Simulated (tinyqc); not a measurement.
Six-band hole subbands of a thin body in a field: one step. Strain and its block. Four cases, with inputs chosen for the exercise.

Task: exx = eyy = (s11 + s12) sx/2, ezz = s12 sx, exy = -s44 sx/4 (1 GPa/TPa = 1e-3). With e0 the traceless part, B_XX = 2b e0xx - b (e0yy + e0zz) and B_XY = sqrt(3) d exy.

Case 1.

Values chosen (near those of a p-type Si channel; not measured data): S = (7.68, -2.1, 12.58) 1/TPa (compliances s11, s12, s44); sx = -2 GPa (stress along the channel [1-10], negative in compression); b = -2.1 eV (tetragonal potential); d = -4.73 eV (trigonal potential).

Case 2.

Values chosen (near those of a p-type Si channel; not measured data): S = (7.54, -2.12, 12.53) 1/TPa (compliances s11, s12, s44); sx = 1 GPa (stress along the channel [1-10], negative in compression); b = -2.14 eV (tetragonal potential); d = -4.83 eV (trigonal potential).

Case 3.

Values chosen (near those of a p-type Ge channel; not measured data): S = (9.91, -2.68, 15.08) 1/TPa (compliances s11, s12, s44); sx = -0.5 GPa (stress along the channel [1-10], negative in compression); b = -2.53 eV (tetragonal potential); d = -5.26 eV (trigonal potential).

Case 4.

Values chosen (near those of a p-type Si channel; not measured data): S = (7.81, -2.11, 12.46) 1/TPa (compliances s11, s12, s44); sx = -1.5 GPa (stress along the channel [1-10], negative in compression); b = -2.14 eV (tetragonal potential); d = -4.79 eV (trigonal potential).

Give: strain; B.

Result:

Case 1.

strain:
```
           x          y         z
x  -0.005580   0.006290         0
y   0.006290  -0.005580         0
z          0          0  0.004200
```

B (eV):
```
          X         Y         Z
X   0.02054  -0.05153         0
Y  -0.05153   0.02054         0
Z         0         0  -0.04108
```

Case 2.

strain:
```
           x          y          z
x   0.002710  -0.003132          0
y  -0.003132   0.002710          0
z          0          0  -0.002120
```

B (eV):
```
          X         Y        Z
X  -0.01034   0.02621        0
Y   0.02621  -0.01034        0
Z         0         0  0.02067
```

Case 3.

strain:
```
           x          y         z
x  -0.001808   0.001885         0
y   0.001885  -0.001808         0
z          0          0  0.001340
```

B (eV):
```
          X         Y         Z
X   0.00796  -0.01717         0
Y  -0.01717   0.00796         0
Z         0         0  -0.01593
```

Case 4.

strain:
```
           x          y         z
x  -0.004275   0.004672         0
y   0.004672  -0.004275         0
z          0          0  0.003165
```

B (eV):
```
          X         Y         Z
X   0.01592  -0.03877         0
Y  -0.03877   0.01592         0
Z         0         0  -0.03184
```

Computed by tinyqc, one run a case: `OMP_NUM_THREADS=1 python tinyqc.py N N+1 out.jsonl` with N = 1280017, 1280147, 1280193, 1280508; one thread of a shared Intel(R) Xeon(R) Processor @ 2.30GHz, about 0.4 s a run at most.
